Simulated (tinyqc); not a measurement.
Inside a calculation. Model: the 3-omega method: a line heater on a substrate with a thin film. Computed by tinyqc, a small Python program that keeps every step. Command: `OMP_NUM_THREADS=1 python tinyqc.py 3012043 3012044 out.jsonl threeomega walk`. One thread of a shared host (Intel(R) Xeon(R) Processor @ 2.30GHz), about 0.01 s of CPU time with the checks. Intermediate numbers are printed to about 5 digits and carried at full precision; extremes and crossings named in words are read from the listed rows.

A current at angular frequency omega = 2 pi f heats the line at 2 omega with the amplitude P per length; the temperature swing Delta T at 2 omega gives a voltage at 3 omega. The substrate is taken as semi-infinite and isotropic, and the heat capacity of heater and film is left out.

Inputs (values chosen for the exercise, modelled on polycrystalline aluminium nitride on diamond):
```
quantity                                    value           unit
substrate conductivity kappa                 2010        W/(m K)
substrate heat capacity C                    1.74  1e6 J/(m^3 K)
heater half-width b                            17     micrometre
power amplitude per length P                  5.4            W/m
current frequency f                           670             Hz
film thickness t                               92             nm
film conductivity kappa_f                      30        W/(m K)
interface resistance R_i                        4       m^2 K/GW
substrate thickness d_s                       500     micrometre
temperature coefficient of resistance beta      2         1e-3/K
voltage amplitude V_1                         1.6              V
```

## Penetration depth

D = kappa/C; q = sqrt(2 i omega/D); penetration depth 1/|q| = sqrt(D/(2 omega)).

diffusivity D = 1155.2 mm^2/s

penetration depth = 370.41 micrometre

|q| b = 0.045895

penetration depth / d_s = 0.74082

Caution: the penetration depth exceeds a fifth of the substrate thickness, so the back face is felt and the semi-infinite formula fails.

## Temperature swing of the bare substrate

Delta T_s = (P/(pi kappa)) int_0^infinity (sin x/x)^2 / sqrt(x^2 + (q b)^2) dx with (q b)^2 = i |q b|^2, averaged over the heater width (12 Gauss-Legendre points on each of the pieces 0, 14 log-spaced edges from 1e-5 to 1, and multiples of pi to 40 pi; the tail adds 1/(4 (40 pi)^2)). For |q| b much below 1: Delta T_s = (P/(pi kappa)) [-ln(|q| b) + eta - i pi/4], eta = 3/2 - C_E = 0.92278, with Euler's C_E = 0.5772157.

in-phase Delta T_s = 0.0034245 K

out-of-phase Delta T_s = -6.7041e-04 K

in-phase, narrow-line form = 0.0034242 K

out-of-phase, narrow-line form = -6.7164e-04 K

The narrow-line form misses the in-phase part by -0.01 % and the out-of-phase part by +0.2 % at |q| b = 0.046.

## The film adds a constant step

One-dimensional flow across the film: Delta T_f = P (t/kappa_f + R_i)/(2 b); total in-phase swing Delta T = Delta T_s + Delta T_f; third-harmonic amplitude V_3 = V_1 beta |Delta T|/2 with the out-of-phase part included; the apparent film conductivity is t/(t/kappa_f + R_i).

Delta T_f = 0.0011224 K

total in-phase swing = 0.0045468 K

V_3 = 0.0073535 mV

apparent film conductivity = 13.019 W/(m K)

film share of the in-phase swing = 0.24684

The interface lowers the apparent conductivity by 57 %. The film gives a large part of the signal.

## Conductivity from the slope

Take the in-phase swing at f and at 2f; in the narrow-line limit kappa = P ln 2/(2 pi [Delta T(f) - Delta T(2f)]), whatever the film and the heater width.

in-phase Delta T_s at 2f = 0.0031283 K

kappa from the slope = 2011.6 W/(m K)

error of the slope method = 0.079370 %

## The window of frequencies

The slope value uses each f and 2f: kappa = P ln 2/(2 pi [Delta T(f) - Delta T(2f)]).

Bare substrate; columns: (1) f (Hz); (2) penetration depth (micrometre); (3) |q| b; (4) in-phase (K); (5) out-of-phase (K); (6) narrow-line form (K); (7) kappa from the slope (W/(m K)):
```
(1)          (2)        (3)         (4)          (5)          (6)     (7)
3.2       5359.7  0.0031718   0.0057093  -6.7163e-04    0.0057093  2010.0
32        1694.9   0.010030   0.0047247  -6.7156e-04    0.0047247  2010.1
320       535.97   0.031718   0.0037403  -6.7100e-04    0.0037402  2010.8
1600      239.69   0.070924   0.0030526  -6.6902e-04    0.0030520  2013.8
6400      119.85    0.14185   0.0024615  -6.6315e-04    0.0024593  2025.1
32000     53.597    0.31718   0.0017820  -6.4064e-04    0.0017711  2083.1
130000    26.592    0.63930   0.0012133  -5.8522e-04    0.0011717  2291.0
640000    11.985     1.4185  6.5652e-04  -4.4654e-04   4.9018e-04  3253.0
3.20e+06  5.3597     3.1718  2.9968e-04  -2.5698e-04  -1.9798e-04  6775.0
1.90e+07  2.1996     7.7287  1.2290e-04  -1.1574e-04  -9.5963e-04   16549
```

The slope gives kappa within 1 % up to |q| b = 0.14 (f = 6400 Hz) among these rows. The penetration depth stays under d_s/5 = 100 micrometre from f = 32000 Hz up, so no row meets both conditions: the heater is too wide for this substrate. At high f the flow turns one-dimensional: in-phase and out-of-phase parts become equal in size (ratio 0.94 in the last row) and fall as f^(-1/2) (exponent -0.50).

Checks made by the program: narrow-line limit at |q| b = 0.002 (relative difference 7e-07).
